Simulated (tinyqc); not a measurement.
# Bandgap voltage reference from two bipolar transistors, step by step

Numbers from tinyqc (`OMP_NUM_THREADS=1 python tinyqc.py 2062064 2062065 out.jsonl`; about 0.02 s on one thread of a shared Intel Xeon 2.30GHz). Printed values are rounded.

Two transistors of area 1 and N carry the same current I. Is(T) = Is (T/T0)^eta exp[(Vg0 q/kB)(1/T0 - 1/T)], VBE1 = Vt ln(I/Is(T)) + I rb, VBE2 = Vt ln(I/(N Is(T))) + I rb/N. The amplifier forces I R1(T) = VBE1 - VBE2 + Vos, with R(T) = R (1 + tc (T - T0)) for both resistors, and the output is Vref = VBE1 + I R2(T). Base currents and the Early effect are neglected.

Parameters, values chosen for the exercise; values of the order met in silicon bipolar transistors:
```
symbol,value,unit,meaning
T0,323,K,reference temperature
Vg0,1.148,V,band-gap voltage extrapolated to 0 K
eta,4.1,,temperature exponent of the saturation current
Is,3.6e-17,A,saturation current of the unit transistor at T0
N,24,,area ratio of the second transistor
R1,13,kohm,"resistor across which the difference of VBE falls, at T0"
tc,0,ppm/K,temperature coefficient of both resistors
Vos,-2.3,mV,offset of the amplifier
rb,0,ohm,series resistance of the unit transistor
R2,76.68,kohm,output resistor at T0
T,398,K,temperature
```

Constants: q = 1.602176634e-19 C, kB = 1.380649e-23 J/K. Results are converted to the units shown.

## Operating point at the reference temperature

Vt = kB T/q; I = (Vt ln N + Vos)/(R1(T) - rb (1 - 1/N)). Evaluate at T = T0.

Vt = 0.0278340 V
I = 6.62753 uA
Is(T) = 3.6e-17 A
VBE1 = 0.721978 V
I R2 = 0.508199 V
Vref = 1.23018 V

## Operating point at another temperature

Vt = kB T/q; I = (Vt ln N + Vos)/(R1(T) - rb (1 - 1/N)).

Vt = 0.0342970 V
I = 8.20751 uA
Is(T) = 2.01151e-13 A
VBE1 = 0.601029 V
I R2 = 0.629352 V
Vref = 1.23038 V

From T0 to T, VBE1 changes by -121 mV and I R2 by 121 mV, which leaves 0.204 mV in Vref.

## Resistor for zero slope at T0, ideal case

With tc = 0, Vos = 0 and rb = 0 the current is proportional to T, dVBE/dT = (VBE - Vg0 - (eta - 1) Vt)/T, and Vref has zero slope at T0 when Vref = Vg0 + (eta - 1) Vt0. Find VBE1, its slope, that Vref, R2/R1 and the curvature d2Vref/dT2 = -(eta - 1) kB/(q T0).

VBE1 = 0.722712 V
dVBE/dT = -1.58382 mV/K
Vref = 1.23429 V
R2/R1 = 5.78324
curvature = -0.827051 uV/K^2
